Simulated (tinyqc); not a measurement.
Time-dependent dielectric breakdown: cell percolation, Weibull statistics, area scaling and voltage extrapolation: one step, computed by the program tinyqc. Command: `OMP_NUM_THREADS=1 python tinyqc.py 3021823 3021824 out.jsonl tddb walk`. One thread of a shared host (Intel(R) Xeon(R) Processor @ 2.30GHz), about 0.01 s of CPU time with the checks.

The oxide is divided into columns of area a^2, each holding m = t_ox/a cells (m is taken as continuous). A share lambda(t) = (t/t_1)^alpha of the cells is defective, and a column whose cells are all defective breaks down.

Question. Weibull parameters from the cell model. Failure fraction F = 1 - (1 - lambda^m)^N with N = A/a^2 columns, which for small lambda^m is 1 - exp(-(t/t63)^beta) with beta = alpha m and t63 = t_1 N^(-1/beta); critical share lambda(t63) = N^(-1/m). 1 um^2 = 1e6 nm^2.

Inputs (values chosen for the exercise, for a model gate oxide): oxide thickness t_ox = 2.3 nm; defect cell size a = 1.3 nm; exponent alpha of defect growth = 0.9; time t_1 at which the occupied share would reach 1 = 1.2e+07 s; test area A = 600 um^2.

Give: cells per column m; columns N; Weibull slope beta; characteristic life t63; critical share of defective cells.

Answer.

cells per column m = 1.769

columns N = 3.550e+08

Weibull slope beta = 1.592

characteristic life t63 = 51.22 s

critical share of defective cells = 1.470e-05

Times between F = 10 % and 90 % span a factor 6.94: the smaller beta = alpha m, the wider the scatter. Caution: t_1 is an input here; in a real oxide it changes with thickness at fixed voltage.
